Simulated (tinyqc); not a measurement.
Joule-heated wire on a substrate, fin equation: one step of the calculation.

A wire of length L loses heat along itself to two contacts and sideways to the substrate: kap A theta'' - g theta + p = 0 with theta = T - T0 and p = p0. The ends are held at T0. Constant conductivity, diffusive heat flow.

Problem. Temperature rise. Solve -c theta_(i-1) + d_i theta_i - c theta_(i+1) = b_i for nodes 1 to 11, with theta = 0 at nodes 0 and 12.

Parameters, values chosen for the exercise:
- T0 = 350 K (temperature of substrate and contacts)

c = 0.45633803 uW/K

```
node   d (uW/K)     b (uW)
1     1.0132594  2.7808333
2     1.0132594  2.7808333
3     1.0132594  2.7808333
4     1.0132594  2.7808333
5     1.0132594  2.7808333
6     1.0132594  2.7808333
7     1.0132594  2.7808333
8     1.0132594  2.7808333
9     1.0132594  2.7808333
10    1.0132594  2.7808333
11    1.0132594  2.7808333
```

Find: theta.

Solution.

theta, node 0 to 12 (K): 0.00  10.19  16.52  20.41  22.70  23.90  24.27  23.90  22.70  20.41  16.52  10.19  0.00

tinyqc, about 0.01 s, one thread, Intel Xeon 2.30GHz (shared host): `OMP_NUM_THREADS=1 python tinyqc.py 2520065 2520066 out.jsonl`
